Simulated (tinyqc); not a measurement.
Fixed charge and work-function difference from two thicknesses.

Problem. With a fixed charge q Nf at the interface, Vfb = phi_ms - q Nf tox/(eps0 eox). Find Nf and phi_ms.

Inputs (values chosen for the exercise): relative permittivity of the gate insulator (close to silicon dioxide) eox = 3.9.

Constants: q = 1.602176634e-19 C, eps0 = 8.8541878128e-14 F/cm where lengths are in cm. Results are converted to the units shown.

Vfb at tox = 13 and 36 nm (V): 0.49567549  0.74111967

Solution. Vfb is a straight line in tox: the slope gives Nf and the intercept at zero thickness phi_ms.

Nf = -2.30e11 cm^-2
phi_ms = 0.357 V

Computed by the program tinyqc: `OMP_NUM_THREADS=1 python tinyqc.py 2060117 2060118 out.jsonl`, one thread of a shared Intel Xeon 2.30GHz, about 0.01 s for the whole run.
